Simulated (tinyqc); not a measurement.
Quantum limit of the contact resistance of a two-dimensional channel: one step of the calculation.

Parabolic band with gv valleys, C = hbar^2/(2 m0), eta = (EF - Ec)/(kB T). Landauer picture: each mode conducts 2 q^2/h, and the contacts and the channel add incoherently in series, 1/Tt - 1 = 2 (1/tc - 1) + L/lam for the total transmission Tt.

Problem. Fermi level and modes. n = N ln(1 + exp(eta)), N = gv m kB T/(2 pi C); modes per width M = gv sqrt(m kB T/C) Fm(eta)/(2 sqrt(pi)), Fm(x) = (1/sqrt(pi)) int_0^infinity u^(-1/2)/(1 + exp(u - x)) du; at zero temperature M0 = gv kF/pi, kF = sqrt(2 pi n/gv). kB T in eV.

Inputs (values chosen for the exercise): temperature T = 300 K; mass m = 0.29 m0; valleys gv = 2; carrier density n = 4.9e12 cm^-2.

Constants: q = 1.602176634e-19 C, kB = 1.380649e-23 J/K, hbar = 1.054571817e-34 J s, m0 = 9.1093837015e-31 kg, Vt = kB T/q, hbar^2/(2 m0) = 0.0380998212 eV nm^2. Results are converted to the units shown.

Find: N; eta; M; M0.

Solution.

N = 6.264e12 cm^-2
eta = 0.1710
M = 168.1 1/um
M0 = 249.8 1/um

The zero-temperature count is 49 % above the thermal one.

Program tinyqc, `OMP_NUM_THREADS=1 python tinyqc.py 2760115 2760116 out.jsonl`; Intel Xeon 2.30GHz, shared host, one thread, about 0.01 s.
